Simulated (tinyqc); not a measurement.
## Ballistic conductance of a hard-wall strip of a two-dimensional electron gas by counting modes: thermal smearing

Subband edges E_n = C (n pi/W)^2/m, n = 1, 2, ...; C = hbar^2/(2 m0). Every mode transmits fully; spin gives the factor 2 in 2 q^2/h, valleys the factor gv.

G = (2 q^2/h) gv M; at zero temperature M counts the edges below Ef, at T it is the sum of degeneracy times f. The smooth (Sharvin) count is kF W/pi, kF = sqrt(m Ef/C), and with the boundary term kF W/pi - 1/2. f = 1/(1 + exp((E_n - Ef)/Vt)).

Parameters, values chosen for the exercise:

| symbol | value | unit | meaning |
|---|---|---|---|
| m | 0.21 | m0 | mass |
| gv | 1 |  | valleys |
| Ef | 0.109 | eV | Fermi energy above the 2D band edge |
| W | 35 | nm | width |

Constants: q = 1.602176634e-19 C, kB = 1.380649e-23 J/K, hbar = 1.054571817e-34 J s, h = 6.62607015e-34 J s, m0 = 9.1093837015e-31 kg, Vt = kB T/q, hbar^2/(2 m0) = 0.0380998212 eV nm^2. Results are converted to the units shown.

Thermal smearing:

| T (K) | kB T (meV) | M at T | G (uS) |
|---|---|---|---|
| 2 | 0.1723 | 8.000 | 619.8 |
| 10 | 0.8617 | 8.000 | 619.8 |
| 30 | 2.585 | 8.023 | 621.6 |
| 77 | 6.635 | 8.106 | 628.1 |
| 150 | 12.93 | 8.081 | 626.1 |
| 220 | 18.96 | 8.011 | 620.7 |
| 300 | 25.85 | 7.898 | 611.9 |
| 400 | 34.47 | 7.745 | 600.1 |

What does the table show?

M at T goes from 8.00 through a maximum of 8.11 (at T = 77 K among the rows listed) to 7.74; the integer count is 8. The edge nearest to Ef lies 9.40 meV from it, and M stays within 0.01 of the integer up to 10 K among the rows.

tinyqc, about 0.03 s, one thread, Intel Xeon 2.30GHz (shared host): `OMP_NUM_THREADS=1 python tinyqc.py 2740015 2740016 out.jsonl`
